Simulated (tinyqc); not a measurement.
## AlGaN/GaN HEMT with access regions, lumped model: effect of the gate length

A polarisation-induced electron sheet under a Schottky gate, in series with two ungated access regions and contacts. Drift law v = mu E/(1 + mu E/vs) under the gate. Currents in mA/mm, resistances in ohm mm. No self-heating, no channel-length modulation; fits for polarisation, barrier and offset are chosen for the exercise.

sigma = (5e13 x + 1.6e13 x^2) cm^-2, phiB = 0.84 + 1.3 x, dEc = 0.7 (1.71 x + x^2) in volts, Cb = eps0 eps_r/d, VT = phiB - dEc - q sigma/Cb, access density n0 = -Cb VT/q. Access resistance R(L, n) = L/(q mu n sqrt(1 - (I/(q n vs))^2)); Rs = Rc + R(Ls, n0), Rd = Rc + R(Ld, (1 - ft) n0). Vg' = Vg - I Rs, Vd' = Vd - I (Rs + Rd); with u = Vg' - VT, Vc = vs Lg/mu and w the smaller of Vd' and Vc [sqrt(1 + 2 u/Vc) - 1] (0 if negative), the channel gives (mu Cb/Lg)(u w - w^2/2)/(1 + w/Vc). I equals that channel current. Isat is I at Vd = 10 V, gm = dIsat/dVg, Ron the limit of Vd/I at small Vd.

Parameters, values chosen for the exercise; values close to those of AlGaN/GaN structures: aluminium share of the barrier x = 0.25; barrier thickness d = 15 nm; relative permittivity of barrier and channel eps_r = 9.2; channel mobility mu = 1200 cm^2/(V s); saturation velocity vs = 1.3e7 cm/s; source access length Ls = 2 um; drain access length Ld = 8 um; resistance of each contact Rc = 0.32 ohm mm; share of the drain-access electrons removed by traps ft = 0; gate voltage Vg = -0.5 V.

Constants: q = 1.602176634e-19 C, eps0 = 8.8541878128e-14 F/cm where lengths are in cm. Results are converted to the units shown.

The same in every row: VT (V) = -3.161; n0 (cm^-2) = 1.071e13.

Results:
```
Lg (um)  Ron (ohm mm)  Isat (mA/mm)  gm (mS/mm)
0.05            5.524         828.3       316.0
0.09            5.547         790.6       310.6
0.16            5.587         743.5       302.9
0.29            5.662         682.6       291.3
0.52            5.795         609.8       275.0
1.7             6.475         428.0       221.8
3               7.225         333.9       186.3
```

Estimate the missing row, Lg = 0.93 um.

Computed row:
```
Lg (um)  Ron (ohm mm)  Isat (mA/mm)  gm (mS/mm)
0.93            6.031         525.2       252.5
```

With this row back in the table: As Lg goes from 0.05 to 3 um, Ron rises from 5.52 to 7.22 ohm mm, Isat falls from 828 to 334 mA/mm and gm falls from 316 to 186 mS/mm. The ceiling Cb vs is 706 mS/mm. For Lg = 0.05 to 0.93 um the power passes 5 W/mm, where self-heating, left out here, lowers the current.

Program tinyqc, `OMP_NUM_THREADS=1 python tinyqc.py 2570142 2570143 out.jsonl`; Intel Xeon 2.30GHz, shared host, one thread, about 0.01 s.
